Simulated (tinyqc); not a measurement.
Heisenberg spin cluster by exact diagonalisation: multiplets, susceptibility, level crossings. Changing the field B. Computed by tinyqc, a small Python program. Command: `OMP_NUM_THREADS=1 python tinyqc.py 3013815 3013816 out.jsonl spincl sweep`. One thread of a shared host (Intel(R) Xeon(R) Processor @ 2.30GHz), about 0.01 s of CPU time with the checks.

H = J1 sum S_i.S_j over the bonds 1-2, 2-3, 3-4, 4-5, 5-6, 6-1 + J2 sum over 1-3, 2-4, 3-5, 4-6, 5-1, 6-2 - g mu_B B S_z; J > 0 is antiferromagnetic.

Inputs (values chosen for the exercise, for a model cluster):

| quantity | value | unit |
|---|---|---|
| exchange J1 | 2.19 | meV |
| exchange J2 | 1.2 | meV |
| g factor | 2.02 | - |
| temperature T | 43 | K |

Cluster: ring of six with second neighbours J2. Spin s of each site: 0.5.

Constants: k_B = 8.617333262e-05 eV/K; mu_B = 5.7883818060e-05 eV/T.

Method. Every multiplet has one member in the block S_z = 0; diagonalise it and read the total spin from <S^2> = S (S + 1). Each multiplet splits as E - g mu_B B m; <S_z> is the Boltzmann mean. The first level crossing is at the smallest (E_S - E_0)/(g mu_B (S - S_0)) over higher spins (0 if the ground state has the highest spin).

One run for each value:

| field B (T) | <S_z> | first crossing field (T) |
|---|---|---|
| 1.1 | 0.033 | 10.80 |
| 1.9 | 0.057 | 10.80 |
| 3.2 | 0.097 | 10.80 |
| 5.4 | 0.163 | 10.80 |
| 9.2 | 0.277 | 10.80 |
| 16.0 | 0.481 | 10.80 |
| 27.0 | 0.804 | 10.80 |
| 45.0 | 1.308 | 10.80 |
| 77.0 | 2.064 | 10.80 |
| 130.0 | 2.755 | 10.80 |

Describe and explain the trends.

Over the rows, <S_z> rises from 0.0332 to 2.75 (exponent d ln y / d ln x 1.00 between the first rows and 0.55 between the last). At small field <S_z> is linear in B; any level crossing is rounded over k_B T/(g mu_B) = 32 T.

Extremes, crossings and ranges named in words are read from the listed rows.
